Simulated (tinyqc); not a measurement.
Worked calculation: heterojunction of two tight-binding chains. Values are carried at full precision from step to step, so a last printed digit may differ when a step is redone from the rounded ones.

Left chain: hopping -t1, sites at 2 t1 (band bottom 0). Right chain: hopping -t2, sites at dE + 2 t2 (bottom dE). t = c/(m a^2), c = hbar^2/2m0. The bond across the interface is -tc with tc = f sqrt(t1 t2), and the last left site has the extra energy U. In a chain E = bottom + 2t (1 - cos(ka)); the surface Green function of a half chain is g = -exp(ika)/t, with Im k > 0 where cos(ka) > 1.

Constants: hbar^2/2m0 = 3.80998211 eV angstrom^2.

Inputs chosen for the exercise (masses and offset of the size met at InGaAs / InAlAs; the results hold for these values, not for the real material): a = 5.65 angstrom (site spacing); m1 = 0.044 m0 (mass on the left); m2 = 0.072 m0 (mass on the right); f = 1 (factor on the interface hopping); dE = 0.62 eV (band offset); E = 0.71 eV (electron energy); U = 0 eV (extra energy on the last left site).

## Hoppings

Form t1, t2 and tc.

t1 = 2.7125 eV
t2 = 1.6577 eV
tc = 2.1205 eV

## Wave numbers and velocities

The left chain has hopping t1 and band bottom 0, the right one t2 and dE. cos(ka) = 1 - (E - bottom)/(2t); dE/dk = 2 t a sin(ka).

ka (rad): left 0.51736, right 0.23354

dE/dk (eV angstrom): left 15.1600, right 4.3349

## Self-energies on the last left site

Hoppings t1 (left), t2 (right), tc (interface); g is the surface Green function of a half chain. The rest of the left chain gives S1 = t1^2 g1 = -t1 exp(i k1 a); the right chain gives S2 = tc^2 g2 = -(tc^2/t2) exp(i k2 a).

S1 = -2.35752-1.34159i eV
S2 = -2.63889-0.62774i eV

## Transmission

The last site of the left chain has energy 2 t1 + U, and S1, S2 are the self-energies of the two half chains on it. G = 1/(E - 2 t1 - U - S1 - S2); T = 4 Im(S1) Im(S2) |G|^2.

G = 0.0711-0.4976i 1/eV
T = 0.8512

A fraction 0.1488 is reflected although the electron lies above the step.

## Checks

- T from the Green function against 1 - |r|^2 from matching plane waves: both 0.851230.

Run: tinyqc, `OMP_NUM_THREADS=1 python tinyqc.py 1482773 1482774 out.jsonl`; Intel(R) Xeon(R) Processor @ 2.30GHz, one thread, shared host; about 0.01 s of CPU time with all checks.
